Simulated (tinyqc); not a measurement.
Worked calculation: ROHF in the 3-21g basis, for H3, spin multiplicity 2. One step of it, computed by the program tinyqc.

Problem. Iteration 3: diagonalisation and new density. Diagonalise F' = X^T F X, C = X C', fill 2 alpha and 1 beta electrons from the bottom; D(s) = C_occ C_occ^T. Each column has its largest component positive (the first on a tie).

extrapolated F (hartree):
```
           1H 1s      1H 2s      2H 1s      2H 2s      3H 1s      3H 2s
1H 1s   0.197552  -0.451447  -0.289543  -0.343124  -0.289543  -0.343124
1H 2s  -0.451447  -0.405021  -0.326285  -0.336314  -0.326285  -0.336314
2H 1s  -0.289543  -0.326285   0.227122  -0.375694   0.004334  -0.092672
2H 2s  -0.343124  -0.336314  -0.375694  -0.255865  -0.092672  -0.192890
3H 1s  -0.289543  -0.326285   0.004334  -0.092672   0.227122  -0.375694
3H 2s  -0.343124  -0.336314  -0.092672  -0.192890  -0.375694  -0.255865
```

X:
```
           1H 1s      1H 2s      2H 1s      2H 2s      3H 1s      3H 2s
1H 1s   1.260223  -0.573959   0.011195   0.061456   0.011195   0.061456
1H 2s  -0.573959   2.114676   0.013181  -0.732352   0.013181  -0.732352
2H 1s   0.011195   0.013181   1.240689  -0.483599  -0.008737   0.025855
2H 2s   0.061456  -0.732352  -0.483599   1.604293   0.025855   0.202859
3H 1s   0.011195   0.013181  -0.008737   0.025855   1.240689  -0.483599
3H 2s   0.061456  -0.732352   0.025855   0.202859  -0.483599   1.604293
```

Give: F' = X^T F X; orbital energies; coefficients C; D(alpha) after iteration 3; D(beta) after iteration 3.

Solution.

F' = X^T F X (hartree):
```
         1        2        3        4        5        6
1   0.7620  -0.6847  -0.1264  -0.0884  -0.1264  -0.0884
2  -0.6847   0.3654  -0.1391  -0.2174  -0.1391  -0.2174
3  -0.1264  -0.1391   0.7274  -0.6178   0.0357   0.0481
4  -0.0884  -0.2174  -0.6178   0.2837   0.0481  -0.0546
5  -0.1264  -0.1391   0.0357   0.0481   0.7274  -0.6178
6  -0.0884  -0.2174   0.0481  -0.0546  -0.6178   0.2837
```

orbital energies (hartree): MO1 -0.5556, MO2 -0.1739, MO3 0.2683, MO4 1.1033, MO5 1.2039, MO6 1.3036

coefficients C:
```
          MO1      MO2      MO3      MO4      MO5      MO6
1H 1s  0.2403   0.0000   0.2084   0.4269   0.0000  -1.2814
1H 2s  0.4046   0.0000   1.5055  -0.1607   0.0000   1.8489
2H 1s  0.1672   0.2531  -0.0852   0.8563   0.9199   0.3089
2H 2s  0.2113   0.5658  -1.0496  -0.6706  -0.8897  -0.8256
3H 1s  0.1672  -0.2531  -0.0852   0.8563  -0.9199   0.3089
3H 2s  0.2113  -0.5658  -1.0496  -0.6706   0.8897  -0.8256
```

D(alpha) after iteration 3:
```
        1H 1s   1H 2s    2H 1s    2H 2s    3H 1s    3H 2s
1H 1s  0.0578  0.0972   0.0402   0.0508   0.0402   0.0508
1H 2s  0.0972  0.1637   0.0677   0.0855   0.0677   0.0855
2H 1s  0.0402  0.0677   0.0920   0.1786  -0.0361  -0.1079
2H 2s  0.0508  0.0855   0.1786   0.3648  -0.1079  -0.2755
3H 1s  0.0402  0.0677  -0.0361  -0.1079   0.0920   0.1786
3H 2s  0.0508  0.0855  -0.1079  -0.2755   0.1786   0.3648
```

D(beta) after iteration 3:
```
        1H 1s   1H 2s   2H 1s   2H 2s   3H 1s   3H 2s
1H 1s  0.0578  0.0972  0.0402  0.0508  0.0402  0.0508
1H 2s  0.0972  0.1637  0.0677  0.0855  0.0677  0.0855
2H 1s  0.0402  0.0677  0.0280  0.0353  0.0280  0.0353
2H 2s  0.0508  0.0855  0.0353  0.0447  0.0353  0.0447
3H 1s  0.0402  0.0677  0.0280  0.0353  0.0280  0.0353
3H 2s  0.0508  0.0855  0.0353  0.0447  0.0353  0.0447
```
